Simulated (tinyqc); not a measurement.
ROHF in the 6-311g basis, for H2+, spin multiplicity 2, step by step (part 1 of 2). Computed by tinyqc, a small Python program that keeps every step (integrals from PySCF). Settings: charge = 1, multiplicity = 2, basis = 6-311g, energy threshold = 1e-09, iteration cap = 86, orthogonalisation = symmetric, start = core, DIIS depth = 4, method = ROHF. Command: `OMP_NUM_THREADS=1 python tinyqc.py 22747 22748 out.jsonl` (the two numbers bound the seeds that draw the settings). One thread of a shared host (Intel(R) Xeon(R) Processor @ 2.60GHz), about 0.02 s of CPU time with the checks. Later iterations appear only in the table of the cycle.

## One-electron integrals

Geometry (angstrom):
```
atom         x         y         z
H     0.000000  0.000000  0.000000
H     0.000000  0.000000  0.918000
```

Basis 6-311g: exponents (1/bohr^2) and contraction coefficients of normalised primitives:
```
element  l (shell)   exponent  coefficient
H            s (1)  33.865000     0.025494
H            s (1)   5.094790     0.190373
H            s (1)   1.158790     0.852161
H            s (2)   0.325840     1.000000
H            s (3)   0.102741     1.000000
```

Overlap, kinetic and nuclear-attraction integrals over the contracted functions; the nuclear repulsion is the sum of Za Zb / Rab.

nuclear repulsion = 0.57644576 hartree

overlap S:
```
          1H 1s     1H 2s     1H 3s     2H 1s     2H 2s     2H 3s
1H 1s  1.000000  0.706377  0.373664  0.140303  0.324190  0.280865
1H 2s  0.706377  1.000000  0.788963  0.324190  0.612446  0.623687
1H 3s  0.373664  0.788963  1.000000  0.280865  0.623687  0.856762
2H 1s  0.140303  0.324190  0.280865  1.000000  0.706377  0.373664
2H 2s  0.324190  0.612446  0.623687  0.706377  1.000000  0.788963
2H 3s  0.280865  0.623687  0.856762  0.373664  0.788963  1.000000
```

kinetic energy T (hartree):
```
           1H 1s     1H 2s     1H 3s      2H 1s     2H 2s     2H 3s
1H 1s   2.304348  0.549119  0.106346  -0.070573  0.120631  0.064711
1H 2s   0.549119  0.488760  0.184881   0.120631  0.201496  0.123248
1H 3s   0.106346  0.184881  0.154112   0.064711  0.123248  0.118429
2H 1s  -0.070573  0.120631  0.064711   2.304348  0.549119  0.106346
2H 2s   0.120631  0.201496  0.123248   0.549119  0.488760  0.184881
2H 3s   0.064711  0.123248  0.118429   0.106346  0.184881  0.154112
```

nuclear attraction V (hartree):
```
           1H 1s      1H 2s      1H 3s      2H 1s      2H 2s      2H 3s
1H 1s  -2.687464  -1.466879  -0.729227  -0.316213  -0.684073  -0.557241
1H 2s  -1.466879  -1.459883  -0.988374  -0.684073  -0.957374  -0.817464
1H 3s  -0.729227  -0.988374  -0.934552  -0.557241  -0.817464  -0.833314
2H 1s  -0.316213  -0.684073  -0.557241  -2.687464  -1.466879  -0.729227
2H 2s  -0.684073  -0.957374  -0.817464  -1.466879  -1.459883  -0.988374
2H 3s  -0.557241  -0.817464  -0.833314  -0.729227  -0.988374  -0.934552
```

core Hamiltonian H = T + V (hartree):
```
           1H 1s      1H 2s      1H 3s      2H 1s      2H 2s      2H 3s
1H 1s  -0.383115  -0.917760  -0.622881  -0.386786  -0.563442  -0.492530
1H 2s  -0.917760  -0.971123  -0.803493  -0.563442  -0.755878  -0.694217
1H 3s  -0.622881  -0.803493  -0.780440  -0.492530  -0.694217  -0.714885
2H 1s  -0.386786  -0.563442  -0.492530  -0.383115  -0.917760  -0.622881
2H 2s  -0.563442  -0.755878  -0.694217  -0.917760  -0.971123  -0.803493
2H 3s  -0.492530  -0.694217  -0.714885  -0.622881  -0.803493  -0.780440
```

## Two-electron integrals

Functions are numbered as in S; the eight-fold symmetry (ij|kl) = (ji|kl) = (kl|ij) leaves the list below.

Two-electron integrals (ij|kl) in chemists' order, unique and non-zero (hartree):
```
(11|11) 1.393035   (21|11) 0.822971   (21|21) 0.509703   (22|11) 0.822904
(22|21) 0.543028   (22|22) 0.644106   (31|11) 0.411256   (31|21) 0.257757
(31|22) 0.279868   (31|31) 0.130794   (32|11) 0.543681   (32|21) 0.365771
(32|22) 0.452669   (32|31) 0.189803   (32|32) 0.325140   (33|11) 0.494021
(33|21) 0.340115   (33|22) 0.445993   (33|31) 0.178035   (33|32) 0.331779
(33|33) 0.361682   (41|11) 0.137103   (41|21) 0.088541   (41|22) 0.100307
(41|31) 0.045293   (41|32) 0.068949   (41|33) 0.065709   (41|41) 0.024077
(42|11) 0.223110   (42|21) 0.152162   (42|22) 0.191417   (42|31) 0.079252
(42|32) 0.137671   (42|33) 0.139715   (42|41) 0.046123   (42|42) 0.106052
(43|11) 0.169569   (43|21) 0.117035   (43|22) 0.151833   (43|31) 0.061244
(43|32) 0.111094   (43|33) 0.115897   (43|41) 0.035766   (43|42) 0.087310
(43|43) 0.073785   (44|11) 0.573641   (44|21) 0.401193   (44|22) 0.533684
(44|31) 0.210920   (44|32) 0.393699   (44|33) 0.413415   (44|41) 0.137103
(44|42) 0.359951   (44|43) 0.307266   (44|44) 1.393035   (51|11) 0.359951
(51|21) 0.225252   (51|22) 0.243900   (51|31) 0.114245   (51|32) 0.165229
(51|33) 0.154756   (51|41) 0.046123   (51|42) 0.081973   (51|43) 0.063148
(51|44) 0.223110   (51|51) 0.106052   (52|11) 0.443940   (52|21) 0.297479
(52|22) 0.364483   (52|31) 0.154132   (52|32) 0.260262   (52|33) 0.262812
(52|41) 0.069259   (52|42) 0.146174   (52|43) 0.119154   (52|44) 0.443940
(52|51) 0.146174   (52|52) 0.241597   (53|11) 0.352366   (53|21) 0.241116
(53|22) 0.310722   (53|31) 0.125904   (53|32) 0.228367   (53|33) 0.242601
(53|41) 0.058032   (53|42) 0.132386   (53|43) 0.111757   (53|44) 0.420707
(53|51) 0.119805   (53|52) 0.215368   (53|53) 0.203184   (54|11) 0.401193
(54|21) 0.279049   (54|22) 0.368392   (54|31) 0.146445   (54|32) 0.271821
(54|33) 0.286981   (54|41) 0.088541   (54|42) 0.225252   (54|43) 0.192813
(54|44) 0.822971   (54|51) 0.152162   (54|52) 0.297479   (54|53) 0.283594
(54|54) 0.509703   (55|11) 0.533684   (55|21) 0.368392   (55|22) 0.483415
(55|31) 0.192950   (55|32) 0.358274   (55|33) 0.384947   (55|41) 0.100307
(55|42) 0.243900   (55|43) 0.209765   (55|44) 0.822904   (55|51) 0.191417
(55|52) 0.364483   (55|53) 0.352579   (55|54) 0.543028   (55|55) 0.644106
(61|11) 0.307266   (61|21) 0.192813   (61|22) 0.209765   (61|31) 0.097874
(61|32) 0.142364   (61|33) 0.133664   (61|41) 0.035766   (61|42) 0.063148
(61|43) 0.048798   (61|44) 0.169569   (61|51) 0.087310   (61|52) 0.119154
(61|53) 0.097604   (61|54) 0.117035   (61|55) 0.151833   (61|61) 0.073785
(62|11) 0.420707   (62|21) 0.283594   (62|22) 0.352579   (62|31) 0.147266
(62|32) 0.253888   (62|33) 0.260191   (62|41) 0.058032   (62|42) 0.119805
(62|43) 0.097604   (62|44) 0.352366   (62|51) 0.132386   (62|52) 0.215368
(62|53) 0.191944   (62|54) 0.241116   (62|55) 0.310722   (62|61) 0.111757
(62|62) 0.203184   (63|11) 0.403754   (63|21) 0.278614   (63|22) 0.367652
(63|31) 0.145975   (63|32) 0.274657   (63|33) 0.302073   (63|41) 0.058964
(63|42) 0.131519   (63|43) 0.111053   (63|44) 0.403754   (63|51) 0.131519
(63|52) 0.234021   (63|53) 0.222605   (63|54) 0.278614   (63|55) 0.367652
(63|61) 0.111053   (63|62) 0.222605   (63|63) 0.265489   (64|11) 0.210920
(64|21) 0.146445   (64|22) 0.192950   (64|31) 0.076815   (64|32) 0.142421
(64|33) 0.150713   (64|41) 0.045293   (64|42) 0.114245   (64|43) 0.097874
(64|44) 0.411256   (64|51) 0.079252   (64|52) 0.154132   (64|53) 0.147266
(64|54) 0.257757   (64|55) 0.279868   (64|61) 0.061244   (64|62) 0.125904
(64|63) 0.145975   (64|64) 0.130794   (65|11) 0.393699   (65|21) 0.271821
(65|22) 0.358274   (65|31) 0.142421   (65|32) 0.266928   (65|33) 0.290817
(65|41) 0.068949   (65|42) 0.165229   (65|43) 0.142364   (65|44) 0.543681
(65|51) 0.137671   (65|52) 0.260262   (65|53) 0.253888   (65|54) 0.365771
(65|55) 0.452669   (65|61) 0.111094   (65|62) 0.228367   (65|63) 0.274657
(65|64) 0.189803   (65|65) 0.325140   (66|11) 0.413415   (66|21) 0.286981
(66|22) 0.384947   (66|31) 0.150713   (66|32) 0.290817   (66|33) 0.327623
(66|41) 0.065709   (66|42) 0.154756   (66|43) 0.133664   (66|44) 0.494021
(66|51) 0.139715   (66|52) 0.262812   (66|53) 0.260191   (66|54) 0.340115
(66|55) 0.445993   (66|61) 0.115897   (66|62) 0.242601   (66|63) 0.302073
(66|64) 0.178035   (66|65) 0.331779   (66|66) 0.361682
```

## Orthogonalisation

S = U s U^T; symmetric (Loewdin) form X = U s^(-1/2) U^T, so that X^T S X = 1.

eigenvalues of S: 0.043058  0.132951  0.247016  0.774981  1.100415  3.701578

X:
```
           1H 1s      1H 2s      1H 3s      2H 1s      2H 2s      2H 3s
1H 1s   1.376231  -0.755018   0.214800   0.039086  -0.009058  -0.039549
1H 2s  -0.755018   2.252147  -1.080814  -0.009058  -0.452457   0.302688
1H 3s   0.214800  -1.080814   2.462990  -0.039549   0.302688  -1.279748
2H 1s   0.039086  -0.009058  -0.039549   1.376231  -0.755018   0.214800
2H 2s  -0.009058  -0.452457   0.302688  -0.755018   2.252147  -1.080814
2H 3s  -0.039549   0.302688  -1.279748   0.214800  -1.080814   2.462990
```

## Starting guess

The start is the orbitals of the core Hamiltonian; D(s) = C_occ C_occ^T for each spin.

D(alpha) at the start:
```
          1H 1s     1H 2s     1H 3s     2H 1s     2H 2s     2H 3s
1H 1s  0.046000  0.081740  0.006793  0.046000  0.081740  0.006793
1H 2s  0.081740  0.145250  0.012071  0.081740  0.145250  0.012071
1H 3s  0.006793  0.012071  0.001003  0.006793  0.012071  0.001003
2H 1s  0.046000  0.081740  0.006793  0.046000  0.081740  0.006793
2H 2s  0.081740  0.145250  0.012071  0.081740  0.145250  0.012071
2H 3s  0.006793  0.012071  0.001003  0.006793  0.012071  0.001003
```

D(beta) at the start:
```
          1H 1s     1H 2s     1H 3s     2H 1s     2H 2s     2H 3s
1H 1s  0.000000  0.000000  0.000000  0.000000  0.000000  0.000000
1H 2s  0.000000  0.000000  0.000000  0.000000  0.000000  0.000000
1H 3s  0.000000  0.000000  0.000000  0.000000  0.000000  0.000000
2H 1s  0.000000  0.000000  0.000000  0.000000  0.000000  0.000000
2H 2s  0.000000  0.000000  0.000000  0.000000  0.000000  0.000000
2H 3s  0.000000  0.000000  0.000000  0.000000  0.000000  0.000000
```

## Iteration 1: building the Fock matrix

J_ij = sum D_kl (ij|kl) with D = D(alpha) + D(beta), K_ij = sum D_kl (ik|jl) for each spin; F = H + J - K(s); E = tr D H + tr D J / 2 - 0.5 sum_s tr D(s) K(s) + E_nn.

Coulomb J (hartree):
```
          1H 1s     1H 2s     1H 3s     2H 1s     2H 2s     2H 3s
1H 1s  0.782482  0.512855  0.264172  0.116702  0.247830  0.203086
1H 2s  0.512855  0.609952  0.431680  0.247830  0.399727  0.355507
1H 3s  0.264172  0.431680  0.431811  0.203086  0.355507  0.383587
2H 1s  0.116702  0.247830  0.203086  0.782482  0.512855  0.264172
2H 2s  0.247830  0.399727  0.355507  0.512855  0.609952  0.431680
2H 3s  0.203086  0.355507  0.383587  0.264172  0.431680  0.431811
```

exchange K(alpha) (hartree):
```
          1H 1s     1H 2s     1H 3s     2H 1s     2H 2s     2H 3s
1H 1s  0.475083  0.462358  0.316206  0.277145  0.369389  0.291076
1H 2s  0.462358  0.513735  0.372906  0.369389  0.460713  0.357006
1H 3s  0.316206  0.372906  0.280762  0.291076  0.357006  0.275641
2H 1s  0.277145  0.369389  0.291076  0.475083  0.462358  0.316206
2H 2s  0.369389  0.460713  0.357006  0.462358  0.513735  0.372906
2H 3s  0.291076  0.357006  0.275641  0.316206  0.372906  0.280762
```

exchange K(beta) (hartree):
```
          1H 1s     1H 2s     1H 3s     2H 1s     2H 2s     2H 3s
1H 1s  0.000000  0.000000  0.000000  0.000000  0.000000  0.000000
1H 2s  0.000000  0.000000  0.000000  0.000000  0.000000  0.000000
1H 3s  0.000000  0.000000  0.000000  0.000000  0.000000  0.000000
2H 1s  0.000000  0.000000  0.000000  0.000000  0.000000  0.000000
2H 2s  0.000000  0.000000  0.000000  0.000000  0.000000  0.000000
2H 3s  0.000000  0.000000  0.000000  0.000000  0.000000  0.000000
```

F(alpha) (hartree):
```
           1H 1s      1H 2s      1H 3s      2H 1s      2H 2s      2H 3s
1H 1s  -0.075716  -0.867264  -0.674915  -0.547229  -0.685001  -0.580520
1H 2s  -0.867264  -0.874906  -0.744718  -0.685001  -0.816864  -0.695716
1H 3s  -0.674915  -0.744718  -0.629391  -0.580520  -0.695716  -0.606940
2H 1s  -0.547229  -0.685001  -0.580520  -0.075716  -0.867264  -0.674915
2H 2s  -0.685001  -0.816864  -0.695716  -0.867264  -0.874906  -0.744718
2H 3s  -0.580520  -0.695716  -0.606940  -0.674915  -0.744718  -0.629391
```

F(beta) (hartree):
```
           1H 1s      1H 2s      1H 3s      2H 1s      2H 2s      2H 3s
1H 1s   0.399367  -0.404906  -0.358709  -0.270084  -0.315613  -0.289443
1H 2s  -0.404906  -0.361171  -0.371812  -0.315613  -0.356151  -0.338710
1H 3s  -0.358709  -0.371812  -0.348629  -0.289443  -0.338710  -0.331298
2H 1s  -0.270084  -0.315613  -0.289443   0.399367  -0.404906  -0.358709
2H 2s  -0.315613  -0.356151  -0.338710  -0.404906  -0.361171  -0.371812
2H 3s  -0.289443  -0.338710  -0.331298  -0.358709  -0.371812  -0.348629
```

total energy of this density = -0.58600120 hartree

## Iteration 1: Roothaan effective Fock matrix

With projectors Pc = D(beta) S, Po = (D(alpha) - D(beta)) S, Pv = 1 - D(alpha) S, the block xy is Px^T F Py; with Fc = (F(alpha) + F(beta))/2, the blocks are Fc for cc, oo, vv and cv, F(beta) for co and F(alpha) for ov.

effective F (hartree):
```
           1H 1s      1H 2s      1H 3s      2H 1s      2H 2s      2H 3s
1H 1s   0.127612  -0.651348  -0.511849  -0.442870  -0.515570  -0.430019
1H 2s  -0.651348  -0.597649  -0.517436  -0.515570  -0.566118  -0.476384
1H 3s  -0.511849  -0.517436  -0.434905  -0.430019  -0.476384  -0.415014
2H 1s  -0.442870  -0.515570  -0.430019   0.127612  -0.651348  -0.511849
2H 2s  -0.515570  -0.566118  -0.476384  -0.651348  -0.597649  -0.517436
2H 3s  -0.430019  -0.476384  -0.415014  -0.511849  -0.517436  -0.434905
```

## Iteration 1: diagonalisation and new density

Diagonalise F' = X^T F X, C = X C', fill 1 alpha and 0 beta electrons from the bottom; D(s) = C_occ C_occ^T. Each column has its largest component positive (the first on a tie).

F' = X^T F X (hartree):
```
           1          2          3          4          5          6
1   1.108838  -1.153034   0.028269  -0.123110  -0.184327  -0.105461
2  -1.153034   0.569850  -0.351552  -0.184327  -0.165069   0.006112
3   0.028269  -0.351552  -0.041878  -0.105461   0.006112  -0.104700
4  -0.123110  -0.184327  -0.105461   1.108838  -1.153034   0.028269
5  -0.184327  -0.165069   0.006112  -1.153034   0.569850  -0.351552
6  -0.105461   0.006112  -0.104700   0.028269  -0.351552  -0.041878
```

orbital energies (hartree): MO1 -0.823901, MO2 -0.202276, MO3 -0.007204, MO4 0.194461, MO5 2.037503, MO6 2.075035

coefficients C:
```
            MO1        MO2        MO3        MO4        MO5        MO6
1H 1s  0.214475   0.132928  -0.053623  -0.121653  -1.082628  -1.122474
1H 2s  0.381117   0.365870  -0.692134  -1.306831   1.746723   1.260868
1H 3s  0.031674   1.229900   0.873912   2.257803  -1.176054  -0.503389
2H 1s  0.214475  -0.132928  -0.053623   0.121653   1.082628  -1.122474
2H 2s  0.381117  -0.365870  -0.692134   1.306831  -1.746723   1.260868
2H 3s  0.031674  -1.229900   0.873912  -2.257803   1.176054  -0.503389
```

D(alpha) after iteration 1:
```
          1H 1s     1H 2s     1H 3s     2H 1s     2H 2s     2H 3s
1H 1s  0.046000  0.081740  0.006793  0.046000  0.081740  0.006793
1H 2s  0.081740  0.145250  0.012071  0.081740  0.145250  0.012071
1H 3s  0.006793  0.012071  0.001003  0.006793  0.012071  0.001003
2H 1s  0.046000  0.081740  0.006793  0.046000  0.081740  0.006793
2H 2s  0.081740  0.145250  0.012071  0.081740  0.145250  0.012071
2H 3s  0.006793  0.012071  0.001003  0.006793  0.012071  0.001003
```

D(beta) after iteration 1:
```
          1H 1s     1H 2s     1H 3s     2H 1s     2H 2s     2H 3s
1H 1s  0.000000  0.000000  0.000000  0.000000  0.000000  0.000000
1H 2s  0.000000  0.000000  0.000000  0.000000  0.000000  0.000000
1H 3s  0.000000  0.000000  0.000000  0.000000  0.000000  0.000000
2H 1s  0.000000  0.000000  0.000000  0.000000  0.000000  0.000000
2H 2s  0.000000  0.000000  0.000000  0.000000  0.000000  0.000000
2H 3s  0.000000  0.000000  0.000000  0.000000  0.000000  0.000000
```

## Iteration 2: building the Fock matrix

As before.

Coulomb J (hartree):
```
          1H 1s     1H 2s     1H 3s     2H 1s     2H 2s     2H 3s
1H 1s  0.782482  0.512855  0.264172  0.116702  0.247830  0.203086
1H 2s  0.512855  0.609952  0.431680  0.247830  0.399727  0.355507
1H 3s  0.264172  0.431680  0.431811  0.203086  0.355507  0.383587
2H 1s  0.116702  0.247830  0.203086  0.782482  0.512855  0.264172
2H 2s  0.247830  0.399727  0.355507  0.512855  0.609952  0.431680
2H 3s  0.203086  0.355507  0.383587  0.264172  0.431680  0.431811
```

exchange K(alpha) (hartree):
```
          1H 1s     1H 2s     1H 3s     2H 1s     2H 2s     2H 3s
1H 1s  0.475083  0.462358  0.316206  0.277145  0.369389  0.291076
1H 2s  0.462358  0.513735  0.372906  0.369389  0.460713  0.357006
1H 3s  0.316206  0.372906  0.280762  0.291076  0.357006  0.275641
2H 1s  0.277145  0.369389  0.291076  0.475083  0.462358  0.316206
2H 2s  0.369389  0.460713  0.357006  0.462358  0.513735  0.372906
2H 3s  0.291076  0.357006  0.275641  0.316206  0.372906  0.280762
```

exchange K(beta) (hartree):
```
          1H 1s     1H 2s     1H 3s     2H 1s     2H 2s     2H 3s
1H 1s  0.000000  0.000000  0.000000  0.000000  0.000000  0.000000
1H 2s  0.000000  0.000000  0.000000  0.000000  0.000000  0.000000
1H 3s  0.000000  0.000000  0.000000  0.000000  0.000000  0.000000
2H 1s  0.000000  0.000000  0.000000  0.000000  0.000000  0.000000
2H 2s  0.000000  0.000000  0.000000  0.000000  0.000000  0.000000
2H 3s  0.000000  0.000000  0.000000  0.000000  0.000000  0.000000
```

F(alpha) (hartree):
```
           1H 1s      1H 2s      1H 3s      2H 1s      2H 2s      2H 3s
1H 1s  -0.075716  -0.867264  -0.674915  -0.547229  -0.685001  -0.580520
1H 2s  -0.867264  -0.874906  -0.744718  -0.685001  -0.816864  -0.695716
1H 3s  -0.674915  -0.744718  -0.629391  -0.580520  -0.695716  -0.606940
2H 1s  -0.547229  -0.685001  -0.580520  -0.075716  -0.867264  -0.674915
2H 2s  -0.685001  -0.816864  -0.695716  -0.867264  -0.874906  -0.744718
2H 3s  -0.580520  -0.695716  -0.606940  -0.674915  -0.744718  -0.629391
```

F(beta) (hartree):
```
           1H 1s      1H 2s      1H 3s      2H 1s      2H 2s      2H 3s
1H 1s   0.399367  -0.404906  -0.358709  -0.270084  -0.315613  -0.289443
1H 2s  -0.404906  -0.361171  -0.371812  -0.315613  -0.356151  -0.338710
1H 3s  -0.358709  -0.371812  -0.348629  -0.289443  -0.338710  -0.331298
2H 1s  -0.270084  -0.315613  -0.289443   0.399367  -0.404906  -0.358709
2H 2s  -0.315613  -0.356151  -0.338710  -0.404906  -0.361171  -0.371812
2H 3s  -0.289443  -0.338710  -0.331298  -0.358709  -0.371812  -0.348629
```

total energy of this density = -0.58600120 hartree

## Iteration 2: Roothaan effective Fock matrix

As before.

effective F (hartree):
```
           1H 1s      1H 2s      1H 3s      2H 1s      2H 2s      2H 3s
1H 1s   0.127612  -0.651348  -0.511849  -0.442870  -0.515570  -0.430019
1H 2s  -0.651348  -0.597649  -0.517436  -0.515570  -0.566118  -0.476384
1H 3s  -0.511849  -0.517436  -0.434905  -0.430019  -0.476384  -0.415014
2H 1s  -0.442870  -0.515570  -0.430019   0.127612  -0.651348  -0.511849
2H 2s  -0.515570  -0.566118  -0.476384  -0.651348  -0.597649  -0.517436
2H 3s  -0.430019  -0.476384  -0.415014  -0.511849  -0.517436  -0.434905
```
